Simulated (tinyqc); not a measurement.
Worked calculation: metal-induced gap states at the contact of a metal chain and a two-band chain. Values are carried at full precision from step to step, so a last printed digit may differ when a step is redone from the rounded ones.

The semiconductor alternates sites A at -Eg/2 and C at +Eg/2 with hopping -t; the gap runs from -Eg/2 to Eg/2. In the gap cosh(q a) = 1 + (Eg^2/4 - E^2)/(2 t^2) and the amplitude changes by -exp(-q a) a period. The metal has site energy 0 and hopping -tm; its end site has g_m = (E - i sqrt(4 tm^2 - E^2))/(2 tm^2). Sites 1, 2, ... count into the semiconductor, with energies e1, e2 alternating. The clean half chain has g1 = 1/(E - e1 - t^2 g2), g2 = 1/(E - e2 - t^2 g1), decaying root. With the contact G11 = 1/(1/g1 - tc^2 g_m), and the density on site j is -Im G_jj/pi = |psi_j/psi_1|^2 (-Im G11/pi), per spin, with psi_2/psi_1 = -t g2, psi_3/psi_2 = -t g1.

Constants: e^2/(4 pi eps0) = 14.39964547 eV angstrom.

Inputs chosen for the exercise (gap and optical dielectric constant near those of GaAs; the chain itself is a model; the results hold for these values, not for the real material):
```
symbol  value  unit      meaning
Eg      1.4    eV        gap
t       2.16   eV        hopping in the semiconductor
a       4      angstrom  period (two sites); one chain for each area a^2
E       -0.15  eV        energy from mid-gap
tm      1.75   eV        hopping in the metal
tc      2.12   eV        hopping across the contact
end     A                site that touches the metal
eps     11.4             dielectric constant
```

## Decay in the gap

Form cosh(q a), l = exp(-q a), q and the decay length 1/(2q) of the density.

cosh(q a) = 1.05010
l = 0.72961
q = 0.07881 1/angstrom
xi, the decay length of the density = 6.344 angstrom

## Green functions

The decaying root is g1 = (1 - l)/(E - e1), g2 = (1 - l)/(E - e2), l = exp(-q a). Form them, g_m and G11.

g1, g2 (1/eV): 0.49161  -0.31810

g_m = -0.02449-0.57090i 1/eV
G11 = 0.19177-0.22948i 1/eV

## Density site by site

D1 = -Im G11/pi, D2 = (t g2)^2 D1, and each further period multiplies by l^2. The sum over all sites is (D1 + D2)/(1 - l^2). The Green functions stand in the order g1, g2.

density on sites 1 to 8 (1/eV): 0.07305  0.03449  0.03888  0.01836  0.02070  0.00977  0.01102  0.00520

Ds, the density per spin summed over the semiconductor = 0.22993 1/eV

The first period holds 47 % of the gap states at this energy.

## Pinning factor

Gap states per area N = 2 Ds/a^2 (two spins). Charge in them sits a distance xi from the metal, so S = 1/(1 + 4 pi e^2 N xi/eps), e^2 meaning e^2/(4 pi eps0); S is the change of the barrier per change of the metal work function.

N = 2.874e+14 1/(eV cm^2)
4 pi e^2 N xi/eps = 2.8944
S = 0.2568

Partial pinning, between the Bardeen (0) and Schottky (1) limits.

## Checks

- g1 from the closed form against decimation: both 0.491610.

Run: tinyqc, `OMP_NUM_THREADS=1 python tinyqc.py 1452724 1452725 out.jsonl`; Intel(R) Xeon(R) Processor @ 2.30GHz, one thread, shared host; about 0.01 s of CPU time with all checks.
